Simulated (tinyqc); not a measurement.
Piezoresistors in the (001) plane of a cubic crystal: effect of the direction of the resistor.

Plane stress in crystal axes x = [100], y = [010]. First-order piezoresistance: d rho_xx/rho = p11 sxx + p12 syy, d rho_yy/rho = p12 sxx + p11 syy, d rho_xy/rho = p44 sxy; a resistor along d = (cos th, sin th) changes by dR/R = d.(d rho/rho).d. Changes of geometry and second-order terms are left out.

For uniaxial stress along or across the current: pL = p11 - (A/2) sin^2(2 th), pT = p12 + (A/2) sin^2(2 th), A = p11 - p12 - p44. dR/R is for the given stress.

Inputs (values chosen for the exercise); coefficients close to those of lightly doped p-type silicon:

| symbol | value | unit | meaning |
|---|---|---|---|
| p11 | 6.35 | x 1e-11/Pa | piezoresistive coefficient |
| p12 | -1.12 | x 1e-11/Pa | piezoresistive coefficient |
| p44 | 146 | x 1e-11/Pa | piezoresistive coefficient |
| Sx | 117 | MPa | stress sxx |
| Sy | -161 | MPa | stress syy |
| St | -59 | MPa | shear stress sxy |

Effect of the direction of the resistor:
```
th (deg),pL (1e-11/Pa),pT (1e-11/Pa),pL - pT (1e-11/Pa),dR/R (%)
0,6.3500,-1.1200,7.4700,0.92327
10,14.452,-9.2225,23.675,-2.0855
20,34.969,-29.739,64.707,-4.8566
30,58.299,-53.069,111.37,-7.0558
45,75.615,-70.385,146.00,-8.7291
60,58.299,-53.069,111.37,-8.0942
75,23.666,-18.436,42.102,-5.3213
90,6.3500,-1.1200,7.4700,-1.1534
```

Read the table: what changes, and by how much?

The sum pL + pT = p11 + p12 = 5.23 holds in every row. |pL - pT|, which sets the output of a bridge under uniaxial stress, is largest at 45 degrees (146) and is 7.47 at 0 degrees. The change dR/R goes from 0.923 through a minimum of -8.73 (at th = 45 deg among the rows listed) to -1.15 %.

Numbers from tinyqc (`OMP_NUM_THREADS=1 python tinyqc.py 2530073 2530074 out.jsonl`; about 0.01 s on one thread of a shared Intel Xeon 2.30GHz).
